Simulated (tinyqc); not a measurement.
Threshold-voltage variability of a planar MOSFET, analytic estimates: one step of the calculation.

Three independent sources add in quadrature: random dopants in the depleted layer, metal-gate grains of two orientations, and roughness of the two gate edges acting through the roll-off VT = VT(long) - Vr exp(-L/l). These are first-order estimates: no three-dimensional electrostatics, no percolation.

Task. Margin in standard deviations for the wanted yield. Cells fail independently with probability Q(k) = erfc(k/sqrt(2))/2 when the margin is k standard deviations, and Y = exp(-Nb Q(k)). phi = exp(-k^2/2)/sqrt(2 pi). Newton steps on ln Q(k) = ln(-ln(Y)/Nb): k(new) = k + [ln Q - ln(-ln(Y)/Nb)] Q/phi.

Parameters, values chosen for the exercise: number of cells Nb = 8388608; wanted yield Y = 0.98.

k at the start = 4

Wanted: Q(k); phi; k after iteration 1.

Result.

Q(k) = 3.167e-5
phi = 1.338e-4
k after iteration 1 = 6.244

Program tinyqc, `OMP_NUM_THREADS=1 python tinyqc.py 2090125 2090126 out.jsonl`; Intel Xeon 2.30GHz, shared host, one thread, about 0.01 s.
